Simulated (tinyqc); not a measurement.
Vacuum evaporation: vapour pressure, source flux, thickness distribution, purity and step coverage: one step, computed by the program tinyqc. Command: `OMP_NUM_THREADS=1 python tinyqc.py 3112599 3112600 out.jsonl evap walk`. One thread of a shared host (Intel(R) Xeon(R) Processor @ 2.30GHz), about 0.01 s of CPU time with the checks.

Molecular flow, unit sticking of the metal, no re-evaporation. The background gas is taken as water vapour (18.015 g/mol, collision diameter 0.37 nm) at 300 K.

Question. Scattering and purity. Mean free path lambda = k_B T_g/(sqrt2 pi d^2 p); unscattered share exp(-h/lambda); gas arrival p/sqrt(2 pi m_g k_B T_g); impurity ratio = sticking x gas arrival/metal arrival; monolayer time = 1e15 cm^-2/(sticking x gas arrival).

Inputs (values chosen for the exercise, modelled on titanium, with constants for the liquid):

| quantity | value | unit |
|---|---|---|
| source temperature T | 2220 | K |
| source-to-wafer distance h | 52 | cm |
| background pressure p | 6e-05 | Pa |
| sticking of background gas | 0.3 | - |

arrival rate at the centre = 1.437208e+15 1/(cm^2 s)

Constants: k_B = 1.380649e-23 J/K; u = 1.6605390666e-27 kg.

Give: mean free path; unscattered share; gas arrival rate; impurity ratio; monolayer time.

Answer.

mean free path = 113.50 m

unscattered share = 0.99543

gas arrival rate = 2.1504e+14 1/(cm^2 s)

impurity ratio = 0.044887

monolayer time = 15.501 s
